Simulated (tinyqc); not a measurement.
Ellipsometry and reflectance of a transparent film on an absorbing substrate: two steps of the calculation.

Air (index 1), film, substrate with N2 = n2 - i k2; time factor exp(+i w t). q_j = sqrt(N_j^2 - sin^2 th), root with positive real part. Fresnel coefficients r_s = (q_a - q_b)/(q_a + q_b), r_p = (N_b^2 q_a - N_a^2 q_b)/(N_b^2 q_a + N_a^2 q_b). tan(Psi) exp(i Delta) = R_p/R_s, Delta taken from 0 to 360 degrees.

Values chosen for this exercise; indices close to those of silicon dioxide on silicon:
- lam = 632.8 nm (wavelength)
- th = 65 degrees (angle of incidence)
- n1 = 1.47 (index of the transparent film)
- d = 11 nm (film thickness)
- n2 = 3.882 (index of the substrate)
- k2 = 0.019 (extinction coefficient of the substrate)

Question 1. Interface coefficients and thickness period. q0, q1, q2 and the coefficients r01 and r12 for p and s; the results repeat in d with the period lam/(2 q1).

Wanted: q0; q1; q2; r01,p; r01,s; r12,p; r12,s; period.

Answer 1.

q0 = 0.4226
q1 = 1.157
q2 = 3.775-0.020i
r01,p = -0.1179
r01,s = -0.4650
r12,p = 0.3627-0.0020i
r12,s = -0.5307+0.0019i
period = 273.4 nm

Question 2. Psi, Delta and reflectances. beta = 2 pi d q1/lam, X = exp(-2 i beta), R = (r01 + r12 X)/(1 + r01 r12 X) for p and s.

q1 = 1.1573704
r01,p = -0.11790488
r01,s = -0.46503633
r12,p = 0.36271333-0.00200272i
r12,s = -0.53068542+0.00185933i

Wanted: beta; X; R_p; R_s; Psi; Delta; |R_p|^2; |R_s|^2.

Answer 2.

beta = 0.1264 rad
X = 0.9682-0.2501i
R_p = 0.2417-0.0994i
R_s = -0.7933+0.0685i
Psi = 18.17 degrees
Delta = 162.6 degrees
|R_p|^2 = 0.06829
|R_s|^2 = 0.6340

The bare substrate gives Psi = 17.76 and Delta = 179.58 degrees.

Computed by the program tinyqc: `OMP_NUM_THREADS=1 python tinyqc.py 2870144 2870145 out.jsonl`, one thread of a shared Intel Xeon 2.30GHz, about 0.01 s for the whole run.
